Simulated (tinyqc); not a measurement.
What a faster ramp buys: rapid thermal processing of a wafer: radiative balance, ramp and cooling, pattern effects, pyrometer error and spike budget. Computed by tinyqc, a small Python program. Command: `OMP_NUM_THREADS=1 python tinyqc.py 3111411 3111412 out.jsonl rtp walk`. One thread of a shared host (Intel(R) Xeon(R) Processor @ 2.30GHz), about 0.04 s of CPU time with the checks.

The wafer is opaque and uniform through its thickness unless said otherwise; temperatures in formulas are in kelvin (C + 273.15). sigma = 5.670374419e-12 W/(cm^2 K^4).

Inputs (values chosen for the exercise, modelled on a hot silicon wafer): wafer thickness d = 525 micrometre; heat capacity per volume C = 2.21 J/(cm^3 K); thermal conductivity k = 0.28 W/(cm K); emissivity eps of each face = 0.71; reflectivity of the chamber walls r = 0.42; gas heat-transfer coefficient h, both faces together = 5.3 mW/(cm^2 K); wall temperature T_w = 300 K; process temperature = 844 C; starting temperature = 450 C; ramp rate = 340 K/s; activation energy of the process E_a = 1.24 eV.

Constants: k_B = 8.617333262e-05 eV/K.

Method:
- Effective emissivity between parallel grey plates: eps_eff = 1/(1/eps + 1/(1 - r) - 1). Loss per area q(T) = 2 eps_eff sigma (T^4 - T_w^4) + h (T - T_w).
- Absorbed power during a ramp = q(T) + C d x ramp rate; thermal time constant tau = C d/(dq/dT), dq/dT = 8 eps_eff sigma T^3 + h; natural cooling rate q/(C d); front-to-back difference under one-sided heating at the end of the ramp = (absorbed power) d/(2 k).
- Cooling with the lamps off: C d dT/dt = -q(T), integrated adaptively (relative tolerance 1e-10).
- Spike anneal: linear ramp to the peak, then lamps off. Equivalent time at the peak = int exp(-(E_a/k_B)(1/T - 1/T_peak)) dt; estimate (k_B T^2/E_a)(1/ramp rate + 1/cooling rate). The ramp part uses 4000 trapezoid steps, the cooling part 4000 steps over 4 tau.

time constant tau = 3.31907 s

holding power q = 12.5707 W/cm^2

natural cooling rate = 108.345 K/s

Against the ramp rate:
```
ramp (K/s)  ramp part (s)  cooling part (s)  total (s)  power at the peak (W/cm^2)
10                 7.5659           0.86341     8.4293                       13.73
25                 3.0264           0.86341     3.8898                       15.47
50                 1.5132           0.86341     2.3766                       18.37
100                0.7566           0.86341     1.6200                       24.17
250                0.3026           0.86341     1.1660                       41.58
500                0.1513           0.86341     1.0147                       70.58
1000               0.0757           0.86341     0.9391                      128.60
```

What follows from these numbers?

From 10 to 100 K/s the total falls by a factor 5.2, from 100 to 1000 K/s by 1.73: the cooling part, 0.863 s, is a floor, and the natural cooling rate here is 108 K/s.

Extremes, crossings and ranges named in words are read from the listed rows.
